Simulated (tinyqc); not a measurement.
Pariser-Parr-Pople SCF with singles CI, for the molecule C=CC(=C)C=CO (SMILES; centres numbered as the heavy atoms are written), step by step. Computed by tinyqc, a small Python program that keeps every step. Settings: charge = 0, gamma = Ohno, start = huckel, damping = 0.3, iteration cap = 51, excitations kept = 4. Command: `OMP_NUM_THREADS=1 python tinyqc.py 28839 28840 out.jsonl` (the two numbers bound the seeds that draw the settings). One thread of a shared host (Intel(R) Xeon(R) Processor @ 2.60GHz), about 0.01 s of CPU time with the checks. Later iterations appear only in the table of the cycle.

## PPP integrals

Centres (angstrom, eV; a flat drawing with bonds scaled to 1.40 angstrom):
```
centre          x          y  core charge z          W   gamma_rr
1C       2.125000   1.416000              1  11.160000  11.130000
2C       1.928000   0.030000              1  11.160000  11.130000
3C       0.630000  -0.493000              1  11.160000  11.130000
4C       0.434000  -1.879000              1  11.160000  11.130000
5C      -0.472000   0.370000              1  11.160000  11.130000
6C      -1.771000  -0.153000              1  11.160000  11.130000
7O      -2.873000   0.709000              2  33.000000  21.500000
```

Resonance integrals (eV):
```
i  j       beta
1  2  -2.420000
2  3  -2.420000
3  4  -2.420000
3  5  -2.420000
5  6  -2.420000
6  7  -2.270000
```

Ohno: gamma = 14.399645/sqrt(R^2 + a^2), a = 2 x 14.399645/(gamma_rr + gamma_ss); H_rr = -W_r - sum_(s != r) z_s gamma_rs; H_rs = beta for bonds.

repulsion gamma_rs (eV), lower triangle:
```
           1C         2C         3C         4C         5C         6C         7O
1C  11.130000
2C   7.554065  11.130000
3C   5.239477   7.555595  11.130000
4C   3.670520   5.240514   7.554473  11.130000
5C   4.668825   5.240763   7.554722   5.239639  11.130000
6C   3.276506   3.670570   5.239097   4.668193   7.552896  11.130000
7O   2.810050   2.921739   3.782210   3.355751   5.580291   8.704811  21.500000
```

core matrix H (eV), lower triangle:
```
            1C          2C          3C          4C          5C          6C          7O
1C  -41.189493
2C   -2.420000  -46.264984
3C    0.000000   -2.420000  -51.867785
4C    0.000000    0.000000   -2.420000  -44.244842
5C    0.000000    0.000000   -2.420000    0.000000  -52.577426
6C    0.000000    0.000000    0.000000    0.000000   -2.420000  -52.976883
7O    0.000000    0.000000    0.000000    0.000000    0.000000   -2.270000  -60.154851
```

## Starting guess

pi electrons, sum of z_r less the charge = 8

Orbitals of the Hueckel matrix of the beta values.

P at the start, lower triangle:
```
           1C         2C         3C         4C         5C        6C        7O
1C   1.000000
2C   0.915355   1.000000
3C   0.000000   0.397981   1.000000
4C  -0.330275   0.000000   0.728256   1.318824
5C  -0.187100   0.000000   0.523957  -0.318824   1.318824
6C   0.000000  -0.061123   0.000000  -0.204299   0.609622  1.000000
7O   0.134301   0.000000  -0.191635   0.339892  -0.339892  0.763471  1.362352
```

## Iteration 1: Fock matrix

F_rr = H_rr + P_rr gamma_rr / 2 + sum_(s != r) P_ss gamma_rs; F_rs = H_rs - P_rs gamma_rs / 2; E = tr P (H + F) / 2 + core repulsion sum_(r<s) z_r z_s gamma_rs.

F (eV), lower triangle:
```
           1C         2C         3C         4C         5C         6C          7O
1C  -4.728039
2C  -5.877327  -4.116357
3C   0.000000  -3.923490  -3.189544
4C   0.606141   0.000000  -5.170794  -4.290009
5C   0.436768   0.000000  -4.399175   0.835262  -5.708483
6C   0.000000   0.112179   0.000000   0.476853  -4.722204  -7.249230
7O  -0.188696   0.000000   0.362403  -0.570296   0.948348  -5.592934  -15.505694
```

pi energy = -120.373834 eV

## Iteration 1: orbitals and new P

Diagonalise F (the basis is taken as orthonormal) and form P = 2 sum c c over the lowest orbitals; 0.3 of the old P is kept.

orbital energies (eV): -18.483256  -12.557874  -10.364430  -8.097628  -1.251562  1.148801  4.818592

P after iteration 1, lower triangle:
```
           1C         2C         3C         4C         5C        6C        7O
1C   1.038052
2C   0.926799   0.972408
3C  -0.001759   0.368207   0.962349
4C  -0.335405   0.025136   0.796089   1.170710
5C  -0.137599   0.011924   0.458831  -0.157338   1.185211
6C  -0.009756  -0.052067   0.011377  -0.319800   0.752226  1.005876
7O   0.065057   0.008028  -0.101281   0.255644  -0.339152  0.541496  1.665395
```

## Iteration 2: Fock matrix

As before.

F (eV), lower triangle:
```
           1C         2C         3C         4C         5C         6C          7O
1C  -5.218641
2C  -5.920549  -4.836388
3C   0.004609  -3.811011  -4.359557
4C   0.615556  -0.065864  -5.427015  -5.059345
5C   0.321212  -0.031246  -4.153170   0.412197  -5.744047
6C   0.015982   0.095558  -0.029804   0.746443  -5.260743  -6.453049
7O  -0.091407  -0.011727   0.191533  -0.428939   0.946284  -4.626810  -13.555559
```

pi energy = -122.259643 eV

## Iteration 2: orbitals and new P

As before.

orbital energies (eV): -16.155775  -13.305288  -10.722697  -8.911511  -0.848542  0.815897  3.901330

P after iteration 2, lower triangle:
```
           1C         2C         3C         4C         5C        6C        7O
1C   1.036571
2C   0.934633   0.973304
3C  -0.001426   0.349407   0.960450
4C  -0.330363   0.025779   0.830005   1.111568
5C  -0.112694   0.009391   0.422562  -0.102598   1.140869
6C  -0.010412  -0.047301   0.015141  -0.346625   0.810366  0.998906
7O   0.037250   0.011414  -0.066458   0.210258  -0.328623  0.452414  1.778333
```

## Iteration 3: Fock matrix

As before.

F (eV), lower triangle:
```
           1C         2C         3C         4C         5C         6C          7O
1C  -5.359647
2C  -5.950139  -5.094866
3C   0.003736  -3.739991  -4.762253
4C   0.606303  -0.067548  -5.555126  -5.289437
5C   0.263075  -0.024608  -4.016168   0.268789  -5.739675
6C   0.017058   0.086810  -0.039662   0.809056  -5.480304  -6.131242
7O  -0.052337  -0.016674   0.125678  -0.352787   0.916906  -4.239089  -12.856782
```

pi energy = -122.909548 eV

## Iteration 3: orbitals and new P

As before.

orbital energies (eV): -15.372402  -13.500084  -10.837710  -9.159978  -0.781196  0.798927  3.618542

P after iteration 3, lower triangle:
```
           1C         2C         3C         4C         5C        6C        7O
1C   1.028673
2C   0.939424   0.979024
3C  -0.000699   0.337739   0.965140
4C  -0.324788   0.021998   0.848285   1.085429
5C  -0.098668   0.005241   0.400574  -0.082488   1.126382
6C  -0.009145  -0.045037   0.015936  -0.348180   0.836803  0.991337
7O   0.024845   0.013179  -0.051261   0.184409  -0.319032  0.412692  1.824015
```

## Convergence

Stop when output and input P, before any damping, agree to 1e-7.

Course of the cycle:
```
iteration         E (eV)  largest |P(out) - P(in)|
1          -120.37383409                  4.33e-01
2          -122.25964339                  1.61e-01
3          -122.90954808                  6.53e-02
4          -123.13398556                  2.88e-02
5          -123.21186259                  1.45e-02
6          -123.23908837                  8.43e-03
7          -123.24870559                  5.52e-03
8          -123.25214674                  3.62e-03
9          -123.25339632                  2.37e-03
10         -123.25385738                  1.55e-03
11         -123.25403032                  1.02e-03
...                  ...                       ...
23         -123.25413856                  6.19e-06
24         -123.25413856                  4.04e-06
25         -123.25413856                  2.64e-06
26         -123.25413856                  1.73e-06
27         -123.25413856                  1.13e-06
28         -123.25413856                  7.39e-07
29         -123.25413856                  4.83e-07
30         -123.25413856                  3.16e-07
31         -123.25413856                  2.07e-07
32         -123.25413856                  1.35e-07
33         -123.25413856                  8.84e-08
```

Converged in 33 iterations.

## Converged orbitals

Charges are z - P_rr.

orbital energies (eV): -14.849081  -13.502787  -10.898747  -9.316142  -0.726234  0.844991  3.461632

coefficients:
```
         MO1        MO2        MO3        MO4        MO5        MO6        MO7
1C  0.081261   0.317989   0.559005  -0.291483   0.457824  -0.468209   0.256920
2C  0.149586   0.470832   0.480136  -0.146996  -0.304848   0.478154  -0.426895
3C  0.267039   0.539357  -0.186980   0.300946  -0.369030  -0.022504   0.612833
4C  0.126921   0.350653  -0.188182   0.595815   0.581248   0.033931  -0.362664
5C  0.366301   0.221121  -0.458956  -0.407544  -0.177139  -0.483366  -0.418539
6C  0.519027  -0.101716  -0.228968  -0.396316   0.406732   0.530634   0.252526
7O  0.692847  -0.451770   0.351484   0.353140  -0.163164  -0.187820  -0.075626
```

pi charges: 1C -0.010339, 2C 0.007605, 3C 0.024508, 4C -0.058948, 5C -0.119608, 6C 0.021545, 7O 0.135236

## Singles CI, singlets

Over the 4 single excitations with the smallest orbital gaps: A = (e_a - e_i) delta + 2 (ia|jb) - (ij|ab), with (pq|rs) = sum c_mp c_mq gamma_mn c_nr c_ns. f = 2/3 w |mu|^2 in atomic units, mu = sqrt2 sum c_ia sum_m c_mi c_ma R_m.

singlet CI matrix (eV), lower triangle:
```
           4>5        4>6       3>5       3>6
4>5   4.475677
4>6  -0.234899   5.496074
3>5  -0.138255  -0.128016  5.585594
3>6  -0.282565   0.093112  0.186971  6.944465
```

singlet excitation energies (eV): 4.381250  5.436182  5.672442  7.011936

oscillator strengths: 0.534383  0.953690  0.057980  0.100225

## Singles CI, triplets

Over the 4 single excitations with the smallest orbital gaps: A = (e_a - e_i) delta - (ij|ab), with (pq|rs) = sum c_mp c_mq gamma_mn c_nr c_ns.

triplet CI matrix (eV), lower triangle:
```
           4>5        4>6       3>5       3>6
4>5   2.346587
4>6  -0.671898   4.281891
3>5   0.352109  -1.126283  4.291095
3>6  -1.126283  -0.308198  0.458714  5.300598
```

triplet excitation energies (eV): 1.741281  3.167983  5.381480  5.929428
